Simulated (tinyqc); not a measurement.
Worked calculation: Keating valence-force model of a tetrahedral crystal. Computed by tinyqc, a small Python program that keeps every step. Command: `OMP_NUM_THREADS=1 python tinyqc.py 3008051 3008052 out.jsonl keating walk`. One thread of a shared host (Intel(R) Xeon(R) Processor @ 2.30GHz), about 0.01 s of CPU time with the checks. Intermediate numbers are printed to about 6 digits and carried at full precision; extremes and crossings named in words are read from the listed rows.

Atom A sits at 0 and atom B at a/4 (1,1,1) of an fcc lattice; the four bonds from A are t = a/4 (1,1,1), a/4 (1,-1,-1), a/4 (-1,1,-1), a/4 (-1,-1,1), of length d = sqrt(3) a/4. Energy: E = (3 alpha/(8 d^2)) sum over bonds (r.r - d^2)^2 + (3 beta/(8 d^2)) sum over pairs of bonds at one atom (r_i.r_j + d^2/3)^2, with beta_A for the six pairs at A and beta_B for the six at B. The cell holds two atoms, Omega = a^3/4. 1 N/m = 1 J/m^2. With constants fitted to the elastic moduli this model puts optical and zone-boundary frequencies of real crystals too high, by up to about 20 % in elemental crystals and up to about 50 % in compounds, and mostly by more for TA modes; in compounds the lattice part of the static dielectric constant then comes out too low.

Inputs (values chosen for the exercise, modelled on cubic gallium nitride):

| quantity | value | unit |
|---|---|---|
| lattice constant a | 4.52 | angstrom |
| mass M_A | 69.72 | u |
| mass M_B | 14.007 | u |
| bond stretching alpha | 84.2 | N/m |
| bond bending beta_A | 15.9 | N/m |
| bond bending beta_B | 14.3 | N/m |
| Born charge Z* | 2.67 | e |
| eps_inf | 5.21 | - |
| mesh divisions n | 4 | - |
| temperature T | 77 | K |

Structure: zinc blende.

wave vector q (2 pi/a): 0.77  0.28  0.028

Constants: 1 eV/angstrom^2 = 16.02176634 J/m^2; nu for 1 eV/(angstrom^2 u) = 15.6333042 THz; 1 THz = 33.35640952 1/cm; e^2/(4 pi eps_0) = 14.39964548 eV angstrom; u = 1.6605390666e-27 kg; h x 1 THz = 4.135667696 meV; k_B = 8.617333262e-05 eV/K.

## Dynamical matrix at q

With displacements u exp(i q.r), each bracket changes by g.u, where g = (g_A, g_B): bond t, g = (-2 t, 2 t exp(i q.t)); pair (i, j) at A, g = (-(t_i + t_j), t_i exp(i q.t_j) + t_j exp(i q.t_i)); pair at B, g = (-t_i exp(-i q.t_j) - t_j exp(-i q.t_i), t_i + t_j). Then D_mn = sum over the 4 bonds and 12 pairs of (4 k/a^2) conj(g_m) g_n / sqrt(M_m M_n), with k = alpha or beta converted to eV/angstrom^2. Only the short-range forces enter; the Coulomb field of the charges is left out.

D(q) (eV/(angstrom^2 u)):
```
                   A x                A y                A z                B x
A x            0.39220   0.00652+0.00156i   0.00074+0.01722i  -0.25348+0.01389i
A y   0.00652-0.00156i            0.35681   0.00087+0.00304i   0.21966-0.00776i
A z   0.00074-0.01722i   0.00087-0.00304i            0.36370   0.02054-0.08300i
B x  -0.25348-0.01389i   0.21966+0.00776i   0.02054+0.08300i            1.97257
B y   0.21966+0.00776i  -0.25348-0.01389i   0.00365+0.46681i   0.03610+0.00864i
B z   0.02054+0.08300i   0.00365+0.46681i  -0.25348-0.01389i   0.00412+0.09533i

                   B y                B z
A x   0.21966-0.00776i   0.02054-0.08300i
A y  -0.25348+0.01389i   0.00365-0.46681i
A z   0.00365-0.46681i  -0.25348+0.01389i
B x   0.03610-0.00864i   0.00412-0.09533i
B y            1.77672   0.00480-0.01681i
B z   0.00480+0.01681i            1.81485
```

## Frequencies at q

Diagonalise the Hermitian matrix D. An eigenvalue lambda of D in eV/(angstrom^2 u) gives nu = 15.6333042 THz x sqrt(lambda). The weight on A is the sum of |e|^2 over the three components of atom A.

frequencies (THz): 5.9583  6.5902  9.1674  21.3133  22.0394  22.9970

weights on atom A: 0.885825  0.895946  0.976441  0.043175  0.118824  0.079789

The top mode has 8 % of its weight on A, the heavier atom.

## Elastic constants and internal strain

beta = (beta_A + beta_B)/2; C11 = (alpha + 3 beta)/a, C12 = (alpha - beta)/a, C44 = 4 alpha beta/(a (alpha + beta)); with the two sublattices clamped C44(0) = (alpha + beta)/a; internal-strain parameter zeta = (alpha - beta)/(alpha + beta); B = (C11 + 2 C12)/3.

C11 = 286.504 GPa

C12 = 152.876 GPa

C44 = 113.308 GPa

clamped C44(0) = 219.690 GPa

internal-strain parameter zeta = 0.695871

bulk modulus B = 197.419 GPa

Letting the sublattices shift lowers C44 by 48 %, which is zeta^2. A shear is shared between bond lengths and angles. The model fixes 2 C44 (C11 + C12)/((C11 - C12)(C11 + 3 C12)) = 1.000 whatever alpha and beta are.

## Optical mode at the zone centre

beta = (beta_A + beta_B)/2; mu = M_A M_B/(M_A + M_B); lambda = 4 (alpha + beta)/mu with the springs in eV/angstrom^2; nu = 15.6333042 THz x sqrt(lambda).

reduced mass mu = 11.6637 u

nu_TO at G = 22.7920 THz

the same as a wavenumber = 760.258 1/cm

## LO-TO splitting

The long-range field adds 4 pi Z*^2 (e^2/(4 pi eps_0))/(eps_inf Omega mu) to lambda for the longitudinal mode at q -> 0; lambda = (nu/15.6333042 THz)^2; eps_0 = eps_inf (nu_LO/nu_TO)^2 (Lyddane-Sachs-Teller; here eps_0 is the static dielectric constant).

nu_LO at G = 27.2800 THz

static dielectric constant = 7.46388

The splitting is 19.7 % of nu_TO, and the lattice adds 2.25 to the dielectric constant.

## Frequencies at the zone boundary

The formulas are those given above.

Frequencies (THz) at points given in 2 pi/a:

| point | nu 1 | nu 2 | nu 3 | nu 4 | nu 5 | nu 6 |
|---|---|---|---|---|---|---|
| X (1, 0, 0) | 6.36222 | 6.36222 | 9.97094 | 21.8860 | 21.8860 | 22.4016 |
| L (0.5, 0.5, 0.5) | 4.60440 | 4.60440 | 9.62345 | 22.0952 | 22.3220 | 22.3220 |
| W (1, 0.5, 0) | 6.84775 | 7.18563 | 9.32227 | 20.7983 | 21.9170 | 23.2776 |
| K (0.75, 0.75, 0) | 5.92122 | 7.48759 | 9.44238 | 20.9586 | 22.0094 | 23.1189 |

At X the two longitudinal modes are split (9.97 and 22.40 THz) because each moves one sublattice alone.

## Lowest frequency at X

Take the lowest frequency at X = (1, 0, 0) 2 pi/a, the transverse acoustic (TA) mode.

TA frequency at X = 6.36222 THz

## Transverse acoustic branch against its sound line

The sound line is nu = v q/(2 pi) with v = sqrt(C44/rho), rho = (M_A + M_B)/Omega; the clamped line uses C44(0).

Frequencies (THz) along G-X:

| q (2 pi/a) | lowest branch | sound line, relaxed C44 | sound line, clamped C44(0) | third-lowest frequency | highest frequency |
|---|---|---|---|---|---|
| 0.05 | 0.47944 | 0.47982 | 0.6681 | 0.76230 | 22.7903 |
| 0.15 | 1.42900 | 1.43947 | 2.0044 | 2.27046 | 22.7766 |
| 0.30 | 2.79466 | 2.87895 | 4.0087 | 4.43023 | 22.7311 |
| 0.45 | 4.03124 | 4.31842 | 6.0131 | 6.37007 | 22.6581 |
| 0.60 | 5.06954 | 5.75790 | 8.0175 | 7.98354 | 22.5668 |
| 0.75 | 5.83915 | 7.19737 | 10.0219 | 9.16955 | 22.4765 |
| 0.90 | 6.27682 | 8.63684 | 12.0262 | 9.84034 | 22.4147 |
| 1.00 | 6.36222 | 9.59649 | 13.3625 | 9.97094 | 22.4016 |

At small q the branch follows the relaxed line (0.999 of it, against 0.718 of the clamped one): in a long shear wave the sublattices shift against each other. At X it reaches 66 % of the relaxed line. Real tetrahedral semiconductors have flatter TA branches than a Keating model fitted to their elastic constants, which needs longer-ranged terms to mend.

## Thermal sums on a mesh

Mesh: q = sum_i (m_i + 1/2)/n b_i, m_i = 0..n-1, with b = [[-1, 1, 1], [1, -1, 1], [1, 1, -1]] in 2 pi/a; sums over the six modes are averaged over the n^3 points and halved, per atom. With x = h nu/(k_B T) and n = 1/(exp(x) - 1) for each mode: F = k_B T [x/2 + ln(1 - exp(-x))], U = k_B T x (n + 1/2), S/k_B = x n - ln(1 - exp(-x)), C/k_B = x^2 n (n + 1). The acoustic share counts the three lowest modes at each q; zero-point energy = sum h nu/2.

free energy F = 88.5322 meV/atom

entropy S = 0.218424 k_B/atom

heat capacity C = 0.512225 k_B/atom

acoustic share of C = 0.999427

zero-point energy = 88.9213 meV/atom

C is 17 % of the classical value; the optical modes are still largely frozen out.

Checks made by the program: slopes of the acoustic branches along [110] against C11, C12 and the relaxed C44 (relative difference 1e-06); zone-centre optical mode against D(q = 0) (relative difference below 1e-10); longitudinal modes at X against the diagonal of D (relative difference below 1e-10).
